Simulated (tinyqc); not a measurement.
Chip with leakage that grows with temperature, electro-thermal loop and runaway: course of the iteration: temperature by Newton steps.

One temperature T for the device, T = T0 + Rth P(T), with P(T) = Pd + Pl (T/300 K)^2 exp[(q Ea/kB)(1/(300 K) - 1/T)]. The loop gain is Rth dP/dT; a solution is thermally stable when it is below one.

P(T) = Pd + Pl (T/300 K)^2 exp[(q Ea/kB)(1/(300 K) - 1/T)]; P'(T) = (P - Pd)(2/T + q Ea/(kB T^2)); G = Rth P'; T(new) = T + (T0 + Rth P - T)/(1 - G).

Stop when T changes by less than 1e-6 K, or after 200 iterations.

Values chosen for this exercise:
```
symbol,value,unit,meaning
T0,360,K,ambient temperature
Pd,2.7,W,temperature-independent switching power
Pl,0.00084,W,leakage power at 300 K
Ea,0.48,eV,activation energy of the leakage
Rth,17,K/W,thermal resistance
```

Constants: q = 1.602176634e-19 C, kB = 1.380649e-23 J/K. Results are converted to the units shown.

T at the start = 360 K

Course of the iteration:

| iteration | T (K) | \|change\| (K) |
|---|---|---|
| 1 | 407.398 | 47.4 |
| 2 | 409.734 | 2.34 |
| 3 | 409.749 | 0.0150 |
| 4 | 409.749 | 6.45e-7 |

Did this iteration meet its convergence test, and what does its course show?

Yes. Converged in 4 iterations. At the end the number of correct digits about doubles with each step.

Program tinyqc, `OMP_NUM_THREADS=1 python tinyqc.py 2520148 2520149 out.jsonl`; Intel Xeon 2.30GHz, shared host, one thread, about 0.01 s.
